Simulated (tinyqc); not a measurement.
Hubbard chain of 5 sites, step by step. Computed by tinyqc, a small Python program that keeps every step. Settings: hopping = 0.96, U = 2.5, mixing = 0.2, iteration cap = 77. Command: `OMP_NUM_THREADS=1 python tinyqc.py 23718 23719 out.jsonl` (the two numbers bound the seeds that draw the settings). One thread of a shared host (Intel(R) Xeon(R) Processor @ 2.60GHz), about 0.2 s of CPU time with the checks. Later iterations appear only in the table of the cycle.

## Mean-field iteration 1

one-body matrix (hopping and site energies) (eV), order 1, 2, 3, 4, 5:
$$\begin{pmatrix}
0.0000 & -0.9600 & 0.0000 & 0.0000 & 0.0000 \\
-0.9600 & 0.0000 & -0.9600 & 0.0000 & 0.0000 \\
0.0000 & -0.9600 & 0.0000 & -0.9600 & 0.0000 \\
0.0000 & 0.0000 & -0.9600 & 0.0000 & -0.9600 \\
0.0000 & 0.0000 & 0.0000 & -0.9600 & 0.0000
\end{pmatrix}$$

U = 2.5000 eV

electrons, up and down: [3, 3]

mixing = 0.2000

n(up) at the start (a guess, not normalised): 1 0.9000, 2 0.3000, 3 0.9000, 4 0.3000, 5 0.9000

n(down) at the start (a guess): 1 0.3000, 2 0.9000, 3 0.3000, 4 0.9000, 5 0.3000

H(up) = T + U n(down), H(down) = T + U n(up); fill the lowest levels; n(new) = n + mixing (n(out) - n); E = tr T (rho up + rho down) + U sum n_up n_down of the output.

levels, up (eV): [-0.3241, 0.2818, 0.7500, 2.7182, 3.3241]

levels, down (eV): [-0.3241, 0.2818, 2.2500, 2.7182, 3.3241]

energy = -0.5146 eV

n(up) after iteration 1: 1 0.8910, 2 0.2887, 3 0.8807, 4 0.2887, 5 0.8910

n(down) after iteration 1: 1 0.3357, 2 0.8713, 3 0.3459, 4 0.8713, 5 0.3357

## Mean-field iteration 2

As before.

levels, up (eV): [-0.2721, 0.3384, 0.8478, 2.6792, 3.3067]

levels, down (eV): [-0.3558, 0.2545, 2.2188, 2.6946, 3.2879]

energy = -0.5482 eV

n(up) after iteration 2: 1 0.8810, 2 0.2839, 3 0.8623, 4 0.2839, 5 0.8810

n(down) after iteration 2: 1 0.3635, 2 0.8484, 3 0.3843, 4 0.8484, 5 0.3635

## Mean-field iteration 3

As before.

levels, up (eV): [-0.2321, 0.3795, 0.9263, 2.6501, 3.2962]

levels, down (eV): [-0.3759, 0.2400, 2.1866, 2.6721, 3.2571]

energy = -0.5724 eV

n(up) after iteration 3: 1 0.8707, 2 0.2837, 3 0.8447, 4 0.2837, 5 0.8707

n(down) after iteration 3: 1 0.3853, 2 0.8295, 3 0.4167, 4 0.8295, 5 0.3853

## Convergence

Each step fills the lowest levels of T + U n(other spin) and sets n(new) = n + mixing (n(out) - n); stop when output and input agree to 1e-8.

Course of the cycle:
```
iteration     E (eV)  largest |n(out) - n(in)|  mean |n_up - n_down|
1          -0.514593                  2.30e-01                0.4107
2          -0.548232                  1.92e-01                0.3934
3          -0.572406                  1.62e-01                0.3768
4          -0.590507                  1.37e-01                0.3610
5          -0.604621                  1.18e-01                0.3462
6          -0.616014                  1.01e-01                0.3323
7          -0.625461                  8.77e-02                0.3192
8          -0.633447                  7.65e-02                0.3069
9          -0.640291                  6.71e-02                0.2954
10         -0.646213                  5.92e-02                0.2845
11         -0.651372                  5.25e-02                0.2743
...              ...                       ...                   ...
67         -0.698413                  5.09e-03                0.0700
68         -0.698498                  4.98e-03                0.0686
69         -0.698579                  4.87e-03                0.0672
70         -0.698656                  4.77e-03                0.0658
71         -0.698730                  4.67e-03                0.0645
72         -0.698801                  4.57e-03                0.0631
73         -0.698869                  4.47e-03                0.0619
74         -0.698933                  4.38e-03                0.0606
75         -0.698995                  4.29e-03                0.0594
76         -0.699055                  4.20e-03                0.0582
77         -0.699112                  4.11e-03                0.0570
```

Not converged within 77 iterations: the residual falls steadily but slowly, by a factor of about 0.98 a step. The lowest mean-field energy found from random starts is -0.75526 eV. Reruns (cap 100 unless said): mixing 0.5: not converged; mixing 0.9: not converged; the original settings with a cap of 400: not converged.

## Exact diagonalisation (100 states)

Lowest levels of the sector, and the double occupancy of the lowest state.

lowest levels (eV): [-1.2400, -0.6906, -0.2186, -0.1377, 0.1099, 0.2544]

double occupancy per site = 0.2819

## The lowest level by Lanczos steps

From a random start vector (not printed): a_j = <q_j|H|q_j>, b_j = norm of the remainder after orthogonalising; the Ritz value is the lowest eigenvalue of the tridiagonal matrix of a and b so far.

Lanczos:
```
j   a_j (eV)  b_j (eV)  lowest Ritz value (eV)
1     2.5203    3.4667                2.520310
2     3.9896    2.9204               -0.288716
3     4.4434    2.5798               -0.996041
4     4.9959    2.9344               -1.160746
5     5.3326    3.0149               -1.213642
6     5.6522    2.4131               -1.232082
7     5.1400    3.1159               -1.236045
8     4.4943    2.8776               -1.237927
9     4.2502    2.4690               -1.239117
10    4.7568    2.4668               -1.239632
```
